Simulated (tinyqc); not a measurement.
Worked calculation: static screening by free carriers. Values are carried at full precision from step to step, so a last printed digit may differ when a step is redone from the rounded ones.

kF = (3 pi^2 n/Mv)^(1/3), EF = c kF^2/m with c = hbar^2/2m0, n in 1/angstrom^3 (1e-24 per 1/cm^3), e2 = e^2/(4 pi eps0). Thomas-Fermi: qTF^2 = 6 pi e2 n/(eps EF). Debye: qD^2 = 4 pi e2 n/(eps kB T).

Constants: hbar^2/2m0 = 3.80998211 eV angstrom^2; e^2/(4 pi eps0) = 14.39964547 eV angstrom; kB = 8.617333262e-05 eV/K; a0 (Bohr radius) = 0.5291772105 angstrom.

Inputs chosen for the exercise (a free-electron density near that of Al; the results hold for these values, not for the real material):

| symbol | value | unit | meaning |
|---|---|---|---|
| n | 1.8e+23 | 1/cm^3 | carrier density |
| m | 1 | m0 | mass of one isotropic valley |
| Mv | 1 |  | valleys |
| eps | 1 |  | background dielectric constant |
| T | 300 | K |  |
| q | 3.83 | 1/angstrom | wave vector |

## Fermi and screening wave vectors

Also the effective Bohr radius aB = a0 eps/m and rs = (3/(4 pi n))^(1/3)/aB.

kF = 1.7468 1/angstrom
EF at 0 K = 1.162e+04 meV
EF/kT = 450
qTF = 2.0501 1/angstrom
qD = 35.495 1/angstrom
aB = 0.5292 angstrom
rs = 2.08

The gas is degenerate, so the Thomas-Fermi value applies. With rs above 1 exchange and correlation, left out here, are not small.

## Lindhard function at one q

Lindhard at zero temperature: eps(q)/eps = 1 + (qTF/q)^2 L(x), x = q/(2 kF), L(x) = 1/2 + ((1 - x^2)/(4x)) ln|(1 + x)/(1 - x)|.

Compare with Thomas-Fermi, 1 + (qTF/q)^2.

x = 1.0963
L(x) = 0.3582
eps(q)/eps, Lindhard = 1.103
eps(q)/eps, Thomas-Fermi = 1.287

The carriers respond with 36 % of their long-wave strength at this q, beyond 2 kF, where no pair of states on the Fermi surface is joined by q.

## Checks

- L(x) at x = 0.7 against the integral over the Fermi sphere: both 0.81595.

Computed by tinyqc, a small Python program: `OMP_NUM_THREADS=1 python tinyqc.py 1680186 1680187 out.jsonl` (the numbers bound the seed that draws the inputs); one thread of a shared host (Intel(R) Xeon(R) Processor @ 2.30GHz), about 0.01 s for the whole set of steps.
